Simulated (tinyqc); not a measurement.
Raman shift of the zone-centre optical phonon of a diamond-structure crystal under stress: one step, computed by the program tinyqc. Command: `OMP_NUM_THREADS=1 python tinyqc.py 3012197 3012198 out.jsonl ramanstress walk`. One thread of a shared host (Intel(R) Xeon(R) Processor @ 2.30GHz), about 0.01 s of CPU time with the checks.

Axes x, y, z are the cube axes. Strain shifts the threefold optical mode and can split it; p, q and r are the phonon deformation potentials.

Problem. Mean shift and Grueneisen parameter. gamma = -(p + 2q)/(6 omega_0^2); the mean of the three shifts is -gamma omega_0 x (volume strain).

Inputs (values chosen for the exercise, modelled on silicon): unstrained frequency omega_0 = 521.3 1/cm; p/omega_0^2 = -1.86; q/omega_0^2 = -2.21.

Stress state: uniaxial. Axis: [110].

volume strain = -4.079135 per mille

Give: mode Grueneisen parameter gamma; mean shift.

Solution.

mode Grueneisen parameter gamma = 1.0467

mean shift = 2.2257 1/cm
